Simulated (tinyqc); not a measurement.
Cell and bit-line capacitance from two signals.

Inverse problem. In a DRAM a freshly written one gives the bit-line signal (Vd/2) Cs/(Cs + Cb). Find Cs and Cb.

Parameters, values chosen for the exercise:
- Vd = 1.1 V (array voltage)

signal of a fresh one without and with 20 fF added to the bit line (mV): [169.85294, 131.25000]

Answer. (Vd/2)/signal = 1 + Cb/Cs, and the added capacitance raises it by its ratio to Cs.

Cs = 21.0 fF
Cb = 47.0 fF

tinyqc, about 0.01 s, one thread, Intel Xeon 2.30GHz (shared host): `OMP_NUM_THREADS=1 python tinyqc.py 2130128 2130129 out.jsonl`
